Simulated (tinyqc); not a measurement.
Permittivity of the insulator from five potentials.

Problem. A node lies on a semiconductor-insulator interface. Steps: hs = tb/3 down into the semiconductor, ho = tox/1 up into the insulator, hy = L/6 sideways. The flux balance of its box reads eox (hy/ho)(above - node) + eps_r (hy/hs)(below - node) + [(eps_r hs + eox ho)/(2 hy)](left + right - 2 node) - q Na (hs/2) hy/eps0 = 0. Find eox.

Parameters, values chosen for the exercise; semiconductor permittivity close to that of silicon:
```
symbol  value   unit                                     meaning
eps_r    11.7         relative permittivity of the semiconductor
tb          8     nm                     half the body thickness
tox       3.2     nm                         insulator thickness
L          60     nm                              channel length
Na       2e18  cm^-3       acceptor density of the depleted body
```

Constants: q = 1.602176634e-19 C, eps0 = 8.8541878128e-14 F/cm where lengths are in cm. Results are converted to the units shown.

psi (V): node 0.10685424, above 0.18, below 0.067443381, left 0.10780230, right 0.15739410

Solution. The balance is linear in eox.

eox = 9.000

Computed by the program tinyqc: `OMP_NUM_THREADS=1 python tinyqc.py 2480009 2480010 out.jsonl`, one thread of a shared Intel Xeon 2.30GHz, about 0.09 s for the whole run.
